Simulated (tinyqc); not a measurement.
Straight dislocations in isotropic elasticity: fields, energies, partials, Peierls stress and walls: one step, computed by the program tinyqc. Command: `OMP_NUM_THREADS=1 python tinyqc.py 3025282 3025283 out.jsonl disloc walk`. One thread of a shared host (Intel(R) Xeon(R) Processor @ 2.30GHz), about 0.01 s of CPU time with the checks.

The line runs along z, the glide plane is y = 0, and beta is the angle between b and the line (0 screw, 90 degrees edge): b_e = b sin(beta) along +x with the extra half plane at y > 0, b_s = b cos(beta). Stress is positive in tension.

Task: Stress at a point. With D = G b_e/(2 pi (1 - nu)), S = G b_s/(2 pi), r^2 = x^2 + y^2: s_xx = -D y (3x^2 + y^2)/r^4, s_yy = D y (x^2 - y^2)/r^4, s_xy = D x (x^2 - y^2)/r^4, s_zz = nu (s_xx + s_yy), s_xz = -S y/r^2, s_yz = S x/r^2. Pressure p = -trace/3.

Inputs (values chosen for the exercise, for a model fcc or diamond crystal): shear modulus G = 18.2 GPa; Poisson ratio nu = 0.329; Burgers vector b = 2.749 angstrom.

Character: screw.

field point (x, y) (nm): [4, 8.2]

Give: stress; pressure p.

Result:

stress (MPa), rows x, y, z:
```
[[0.00, 0.00, -78.44],
 [0.00, 0.00, 38.26],
 [-78.44, 38.26, 0.00]]
```

pressure p = 0 MPa

A screw dislocation has pure shear and no pressure field.
